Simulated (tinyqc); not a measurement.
Tight binding, kagome lattice, step by step. One step of it, computed by the program tinyqc.

Problem. Levels at K. Diagonalise the Hermitian matrix.

H(k) at K (eV), lower triangle (Hermitian):
```
,A,B,C
A,0.000000
B,-0.975000-0.320429i,0.000000
C,-0.975000+0.320429i,-0.975000-0.320429i,0.000000
```

Give: eigenvalues; weights |c|^2 of the basis functions.

Solution.

eigenvalues (eV): -1.9500  0.4200  1.5300

weights |c|^2 of the basis functions:
```
,band 1,band 2,band 3
A,0.3333,0.3333,0.3333
B,0.3333,0.3333,0.3333
C,0.3333,0.3333,0.3333
```
